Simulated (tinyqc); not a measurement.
Joule-heated wire on a substrate, fin equation: effect of the place of the hot spot as a share of L.

A wire of length L loses heat along itself to two contacts and sideways to the substrate: kap A theta'' - g theta + p = 0 with theta = T - T0 and p(x) = p0 exp(-((x/L - x0)/sg)^2/2). The ends are held at T0. Constant conductivity, diffusive heat flow.

The equation is solved on 800 equal steps and the peak is the largest node value. LH = sqrt(kap A/g); the share is the integral of g theta over that of p.

Inputs (values chosen for the exercise):
- kap = 30 W/(m K) (conductivity along the wire)
- A = 150 nm^2 (cross-section)
- g = 0.89 W/(m K) (conductance per length to the substrate)
- L = 290 nm (length between the contacts)
- Rc = 0 K/uW (thermal resistance of each contact)
- p0 = 0.18 uW/nm (peak heating per length)
- sg = 0.07 (width of the hot spot as a share of L)

The same in every row: LH (nm) = 71.11; L/LH = 4.078.

Result of one run:
```
x0    peak theta (K)  peak/(p0/g)  share to the substrate (%)
0.88           32.89       0.1626                       36.51
```

What becomes of these results when the place of the hot spot as a share of L x0 is changed from 0.88 to 0.65, all else the same?

Result of the changed run:
```
x0    peak theta (K)  peak/(p0/g)  share to the substrate (%)
0.65           53.82       0.2661                       68.20
```

The whole series:
```
x0    peak theta (K)  peak/(p0/g)  share to the substrate (%)
0.5            55.93       0.2765                       73.34
0.57           55.51       0.2744                       72.25
0.65           53.82       0.2661                       68.20
0.72           50.77       0.2510                       61.87
0.8            44.31       0.2191                       50.90
0.88           32.89       0.1626                       36.51
0.95           19.07      0.09428                       24.70
```

As x0 goes from 0.5 to 0.95, the peak theta falls from 55.9 to 19.1 K and the share of heat to the substrate falls from 73.3 to 24.7 %; L/LH is 4.08 throughout.

Computed by the program tinyqc: `OMP_NUM_THREADS=1 python tinyqc.py 2520068 2520069 out.jsonl`, one thread of a shared Intel Xeon 2.30GHz, about 0.01 s for the whole run.
